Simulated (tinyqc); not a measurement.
# Resistance of a source-drain extension with a graded tip: abruptness at a fixed junction position

y runs along the channel, the gate covers y > 0. The doping is N0 for y < y0 and N0 10^(-(y - y0)/la) beyond, uniform over the depth xj. Sheet conductance s(y) = q mu(N) max(N - Nch, 0) xj + (for y > 0) ma Cox Vo, with mu(N) = u0 + (u1 - u0)/(1 + (N/Nr)^au) and Cox = eps0 eox/tox. Current is taken as one-dimensional; depletion of the tip, spreading and the contact are left out. The metallurgical junction lies at yj, where N = Nch.

R_spacer = integral of dy/s from -Ls to 0, R_ov from 0 to yj, R_channel = (Lg - 2 yj)/(ma Cox Vo), R_total = 2 R_spacer + 2 R_ov + R_channel. Electrical length L_eff = ma Cox dR_total/d(1/Vo); R_series = R_total - L_eff/(ma Cox Vo). y0 is moved with la so that yj stays at 13.607 nm.

Inputs (values chosen for the exercise); mobility law close to that of electrons in silicon: relative permittivity of the gate insulator (close to aluminium oxide) eox = 9.02; insulator thickness tox = 3.7 nm; active doping of the extension far from the gate N0 = 6.6e19 cm^-3; depth of the extension xj = 6 nm; channel doping Nch = 5.2e17 cm^-3; spacer length Ls = 25 nm; gate overdrive Vo = 0.4 V; mobility of the gate-induced layer ma = 99 cm^2/(V s); mobility at low doping u1 = 1414 cm^2/(V s); mobility at high doping u0 = 68.5 cm^2/(V s); reference doping Nr = 9.2e16 cm^-3; exponent au = 0.711; gate length Lg = 60 nm.

Constants: q = 1.602176634e-19 C, eps0 = 8.8541878128e-14 F/cm where lengths are in cm. Results are converted to the units shown.

The same in every row: yj (nm) = 13.61; R_channel (ohm um) = 383.6.

Abruptness at a fixed junction position:
```
la (nm/decade)  R_spacer (ohm um)  R_ov (ohm um)  R_total (ohm um)  L_eff (nm)  R_series (ohm um)
1                           49.08          32.91             547.5       34.81              140.3
2.3                         49.08          45.96             573.6       36.71              144.2
3.6                         49.08          59.01             599.7       38.61              148.0
4.9                         49.08          72.05             625.8       40.51              151.9
6.1                         49.08          84.10             649.9       42.26              155.5
7.4                         50.33          96.28             676.8       44.11              160.7
8.7                         56.48          105.5             707.6       45.74              172.5
10                          67.72          112.5             743.9       47.11              192.8
```

As la goes from 1 to 10 nm/decade, R_total rises from 548 to 744 ohm um, R_spacer rises from 49.1 to 67.7 ohm um and R_ov rises from 32.9 to 112 ohm um. R_total changes on average by 21.8 ohm um for each nm/decade. L_eff exceeds the metallurgical length by 2.02 nm in the first row and 14.3 nm in the last, since the gate also controls the lightly doped tips.

Program tinyqc, `OMP_NUM_THREADS=1 python tinyqc.py 2282142 2282143 out.jsonl`; Intel Xeon 2.30GHz, shared host, one thread, about 0.03 s.
